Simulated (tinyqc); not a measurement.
LDA (VWN5) atom on a uniform radial grid, spin-unpolarised, for He, step by step. Computed by tinyqc, a small Python program that keeps every step. Settings: Z = 2, points = 128, R = 10.7, functional = lda,vwn, mixing = 0.6, iteration cap = 83. Command: `OMP_NUM_THREADS=1 python tinyqc.py 30945 30946 out.jsonl` (the two numbers bound the seeds that draw the settings). One thread of a shared host (Intel(R) Xeon(R) Processor @ 2.60GHz), about 0.04 s of CPU time with the checks. Later iterations appear only in the table of the cycle.

## Iteration 1

Spherical atom on a uniform radial grid r_j = j h with h = R/(N + 1), h sum u^2 = 1 and integrals as h times sums, u(0) = u(R) = 0 (atomic units):

| parameter | value |
|---|---|
| Z | 2 |
| points N | 128 |
| R | 10.700000 |
| h | 0.082946 |
| mixing | 0.600000 |
| electrons in 1s | 2 |

Three-point differences turn -u''/2 + [l(l+1)/2r^2 - Z/r + V] u = e u into a tridiagonal matrix (diagonal 1/h^2 + potential, off-diagonal -1/2h^2). D = sum f u^2; the Hartree potential y/r solves y'' = -D/r with y(0) = 0, y(R) = N_e; v_xc comes from rho = D/(4 pi r^2); E = sum f e - int D V + int D (V_H/2 + eps_xc); V(new) = V + mixing (V_H + v_xc - V).

eigenvalues (hartree): 1s -1.986426

Every 8th grid point:

| r | V in | u(1s) | D | V_H | v_xc |
|---|---|---|---|---|---|
| 0.663566 | 0.000000 | 0.994848 | 1.979446 | 2.518448 | -0.770225 |
| 1.327132 | 0.000000 | 0.530924 | 0.563760 | 1.479364 | -0.340188 |
| 1.990698 | 0.000000 | 0.212505 | 0.090317 | 1.002886 | -0.153172 |
| 2.654264 | 0.000000 | 0.075605 | 0.011432 | 0.753384 | -0.069596 |
| 3.317829 | 0.000000 | 0.025218 | 0.001272 | 0.602795 | -0.031451 |
| 3.981395 | 0.000000 | 0.008075 | 0.000130 | 0.502336 | -0.013986 |
| 4.644961 | 0.000000 | 0.002514 | 0.000013 | 0.430574 | -0.006103 |
| 5.308527 | 0.000000 | 0.000767 | 1.18e-06 | 0.376752 | -0.002620 |
| 5.972093 | 0.000000 | 0.000230 | 1.06e-07 | 0.334891 | -0.001111 |
| 6.635659 | 0.000000 | 0.000068 | 9.31e-09 | 0.301402 | -0.000468 |
| 7.299225 | 0.000000 | 0.000020 | 8.02e-10 | 0.274002 | -0.000196 |
| 7.962791 | 0.000000 | 0.000006 | 6.80e-11 | 0.251168 | -0.000082 |
| 8.626357 | 0.000000 | 1.68e-06 | 0 | 0.231848 | -0.000034 |
| 9.289922 | 0.000000 | 4.82e-07 | 0 | 0.215287 | 0.000000 |
| 9.953488 | 0.000000 | 1.30e-07 | 0 | 0.200935 | 0.000000 |
| 10.617054 | 0.000000 | 1.06e-08 | 0 | 0.188376 | 0.000000 |

total energy = -2.66908100 hartree

## Iteration 2

As before.

eigenvalues (hartree): 1s -0.989045

Every 8th grid point:

| r | V in | u(1s) | D | V_H | v_xc |
|---|---|---|---|---|---|
| 0.663566 | 1.048934 | 0.936623 | 1.754526 | 2.337581 | -0.741671 |
| 1.327132 | 0.683506 | 0.609185 | 0.742214 | 1.446869 | -0.370020 |
| 1.990698 | 0.509828 | 0.313264 | 0.196268 | 0.998015 | -0.193332 |
| 2.654264 | 0.410273 | 0.147174 | 0.043320 | 0.752700 | -0.103565 |
| 3.317829 | 0.342806 | 0.066021 | 0.008717 | 0.602701 | -0.056158 |
| 3.981395 | 0.293010 | 0.028825 | 0.001662 | 0.502323 | -0.030537 |
| 4.644961 | 0.254683 | 0.012367 | 0.000306 | 0.430572 | -0.016553 |
| 5.308527 | 0.224479 | 0.005242 | 0.000055 | 0.376752 | -0.008923 |
| 5.972093 | 0.200268 | 0.002202 | 0.000010 | 0.334891 | -0.004782 |
| 6.635659 | 0.180561 | 0.000919 | 1.69e-06 | 0.301402 | -0.002550 |
| 7.299225 | 0.164284 | 0.000381 | 2.91e-07 | 0.274002 | -0.001355 |
| 7.962791 | 0.150652 | 0.000157 | 4.95e-08 | 0.251168 | -0.000718 |
| 8.626357 | 0.139088 | 0.000065 | 8.33e-09 | 0.231848 | -0.000379 |
| 9.289922 | 0.129172 | 0.000026 | 1.35e-09 | 0.215287 | -0.000198 |
| 9.953488 | 0.120561 | 0.000009 | 1.77e-10 | 0.200935 | -0.000097 |
| 10.617054 | 0.113026 | 8.90e-07 | 0 | 0.188376 | -0.000009 |

total energy = -2.79961028 hartree

## Convergence

Stop when input and output potentials agree to 1e-7.

Course of the cycle (hartree):

| iteration | E | e(1s) | largest \|V(out) - V(in)\| |
|---|---|---|---|
| 1 | -2.66908100 | -1.986426 | 2.35e+00 |
| 2 | -2.79961028 | -0.989045 | 6.08e-01 |
| 3 | -2.81094068 | -0.695142 | 1.64e-01 |
| 4 | -2.81154635 | -0.608151 | 5.44e-02 |
| 5 | -2.81159030 | -0.579943 | 1.99e-02 |
| 6 | -2.81159601 | -0.569897 | 7.61e-03 |
| 7 | -2.81159691 | -0.566130 | 2.95e-03 |
| 8 | -2.81159705 | -0.564687 | 1.15e-03 |
| 9 | -2.81159708 | -0.564131 | 4.48e-04 |
| 10 | -2.81159708 | -0.563915 | 1.74e-04 |
| 11 | -2.81159708 | -0.563832 | 6.81e-05 |
| 12 | -2.81159708 | -0.563800 | 2.66e-05 |
| 13 | -2.81159708 | -0.563787 | 1.03e-05 |
| 14 | -2.81159708 | -0.563783 | 4.03e-06 |
| 15 | -2.81159708 | -0.563781 | 1.57e-06 |
| 16 | -2.81159708 | -0.563780 | 6.11e-07 |
| 17 | -2.81159708 | -0.563780 | 2.38e-07 |
| 18 | -2.81159708 | -0.563780 | 9.24e-08 |

Converged in 18 iterations. A uniform grid resolves the cusp poorly: for a bare nucleus this grid gives 1s at -1.98643 against -Z^2/2 = -2 hartree. Before convergence this energy mixes input and output and is not variational, so it may rise towards its limit.
